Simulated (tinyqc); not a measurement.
Two-mode optical phonons of a ternary alloy from two coupled oscillators: one step, computed by the program tinyqc.

An alloy A(x)B(1-x)C has an A-C and a B-C bond oscillator. Each TO frequency moves linearly from the impurity mode (dilute end) to the TO of the pure crystal; each strength is proportional to the number of bonds.

Task: The two oscillators. omega_1 = (impurity mode of A) + x (omega_TO,AC - impurity mode of A); omega_2 = (impurity mode of B) + (1 - x)(omega_TO,BC - impurity mode of B); eps_inf = x eps_AC + (1 - x) eps_BC; strengths W_1 = x eps_AC (omega_LO,AC^2 - omega_TO,AC^2), W_2 = (1 - x) eps_BC (omega_LO,BC^2 - omega_TO,BC^2).

Inputs (values chosen for the exercise, modelled on GaAs(1-x)P(x), with A-C the GaP-like and B-C the GaAs-like bond):

| quantity | value | unit |
|---|---|---|
| omega_TO of pure AC | 365.5 | 1/cm |
| omega_LO of pure AC | 399.1 | 1/cm |
| omega_TO of pure BC | 266.7 | 1/cm |
| omega_LO of pure BC | 294.4 | 1/cm |
| eps_inf of AC | 9.19 | - |
| eps_inf of BC | 11.2 | - |
| impurity mode of A in BC | 350.7 | 1/cm |
| impurity mode of B in AC | 268.7 | 1/cm |
| fraction x of A | 0.42 | - |

Give: omega_1 (A-C, TO); omega_2 (B-C, TO); eps_inf; W_1; W_2.

Result:

omega_1 (A-C, TO) = 356.916 1/cm

omega_2 (B-C, TO) = 267.54 1/cm

eps_inf = 10.3558

W_1 = 99160 1/cm^2

W_2 = 1.010e+05 1/cm^2
